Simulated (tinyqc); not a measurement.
Classical Heisenberg spin chain: exact results, Metropolis, heat-bath and over-relaxation steps, and a Monte Carlo run: one step, computed by the program tinyqc. Command: `OMP_NUM_THREADS=1 python tinyqc.py 3130161 3130162 out.jsonl heismc walk`. One thread of a shared host (Intel(R) Xeon(R) Processor @ 2.30GHz), about 0.1 s of CPU time with the checks.

E = -J sum_i s_i . s_(i+1) for unit vectors s_i on an open chain; K = J/(k_B T).

Task: Exact results. Each bond angle is independent, so u = <s_i . s_(i+1)> = coth K - 1/K, <s_i . s_(i+n)> = u^n, correlation length xi = -1/ln|u|, energy per bond -J u, heat capacity per bond c/k_B = 1 - K^2/sinh^2 K, and for the long chain chi = mu^2 (1 + u)/(3 k_B T (1 - u)) per spin.

Inputs (values chosen for the exercise, for a model chain of large moments): coupling J = 13 meV; temperature T = 61.1 K; moment mu = 4.8 mu_B.

Constants: k_B = 8.617333262e-05 eV/K; mu_B = 5.7883818060e-05 eV/T.

Give: K; u; xi; energy per bond; heat capacity; chi over the Curie value; chi.

Result:

K = 2.469

u = 0.6094

xi = 2.019 sites

energy per bond = -7.923 meV

heat capacity = 0.8227 k_B/bond

chi over the Curie value = 4.121

chi = 0.3479 mu_B/T per spin
